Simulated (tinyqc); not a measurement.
Two-step dopant diffusion (predeposition and drive-in) with a constant diffusivity: one step, computed by the program tinyqc.

Fick diffusion into a half space x > 0 whose background doping C_B is of the opposite type, so that a junction lies where C = C_B.

Question. Sheet resistance. Net dose Q_net = Q erf(x_j/(2 sqrt((Dt)2))) - C_B x_j; R_s = 1/(e mu Q_net), with every dopant ionised and one mobility.

Inputs (values chosen for the exercise, modelled on phosphorus in silicon):
```
quantity                         value        unit
surface concentration C_s      1.1e+20      1/cm^3
background doping C_B          4.9e+16      1/cm^3
predeposition temperature T1      1000           C
drive-in temperature T2           1125           C
mean mobility in the layer mu      300  cm^2/(V s)
```

dose Q = 4.984481e+14 1/cm^2

junction depth x_j = 2.640692 um

drive-in budget (Dt)2 = 3.850890e-09 cm^2

Constants: e = 1.602176634e-19 C.

Give: net dose; sheet resistance R_s (Gaussian).

Answer.

net dose = 4.842e+14 1/cm^2

sheet resistance R_s (Gaussian) = 42.97 ohm/square

Caution: C_s exceeds the intrinsic carrier density of silicon at the predeposition temperature (2e18 to 1e19 per cm^3), where real diffusivities rise with concentration and profiles turn box-like.
